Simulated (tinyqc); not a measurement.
Worked calculation: deep level as a short-range spherical well. Values are carried at full precision from step to step, so a last printed digit may differ when a step is redone from the rounded ones.

A spherical well of radius R and depth V0 below the conduction edge, one mass m, c = hbar^2/2m0. The s level at binding Et solves k cot(k R) = -kappa with k = sqrt(m (V0 - Et)/c), kappa = sqrt(m Et/c); it exists for V0 > Vc = c (pi/2R)^2/m. Outside, psi falls as exp(-kappa r)/r.

Constants: hbar^2/2m0 = 3.80998211 eV angstrom^2; fine-structure constant alpha = 0.007297352564; hc = 1239.841984 eV nm; kB = 8.617333262e-05 eV/K; hbar = 6.58211957e-16 eV s.

Inputs chosen for the exercise (near those of Si; not measured data): R = 3.1 angstrom (radius of the well); V0 = 5.63 eV (depth of the well); m = 0.26 m0 (mass); n_r = 3.47 (refractive index); gv = 6 (valleys); sn = 11 x 1e-16 cm^2 (capture cross-section); T = 300 K (temperature).

## The bound level

Solve for Et; the share outside is [sin^2(kR)/(2 kappa)]/[sin^2(kR)/(2 kappa) + R/2 - sin(2kR)/(4k)].

Et = 0.4219 eV
k = 0.5962 1/angstrom
kappa = 0.1697 1/angstrom
share outside = 0.606
Vc = 3.762 eV

The well is 1.50 times the critical depth. Since dEt/dV0 equals the share inside, 0.39, a 1 % change of V0 moves Et by 5.3 %. The decay length is 5.9 angstrom, 1.9 times R.

## Peak of the photo-ionisation cross-section

Lucovsky model (delta well, plane-wave final states, no local-field factor): sigma = (32 pi alpha c/(3 n_r m Et)) (x - 1)^(3/2)/x^3, x = h nu/Et, c = hbar^2/2m0; 1 angstrom^2 = 1e-16 cm^2.

The maximum lies at x = 2. Give the photon energy, its wavelength and sigma there.

h nu = 0.844 eV
wavelength = 1469 nm
sigma = 30.6 x 1e-18 cm^2

With 61 % of the state outside the well the delta-well form is a fair model.

## Thermal emission

Thermal emission e = sn v Nc exp(-Et/kB T), v = sqrt(6 c kB T/m)/hbar, Nc = 2 gv (m kB T/(4 pi c))^(3/2), c = hbar^2/2m0, one mass for both, degeneracy ratio 1; 1 angstrom = 1e-8 cm.

Give v, Nc, e and 1/e.

v = 2.291 x 1e7 cm/s
Nc = 19.96 x 1e18/cm^3
e = 4.10e+04 1/s
1/e = 2.44e-05 s

## Checks

- Et from the radial equation on a grid against the matching condition, eV: both 0.42.

tinyqc: `OMP_NUM_THREADS=1 python tinyqc.py 1281305 1281306 out.jsonl`; about 0.01 s, one thread, shared Intel(R) Xeon(R) Processor @ 2.30GHz.
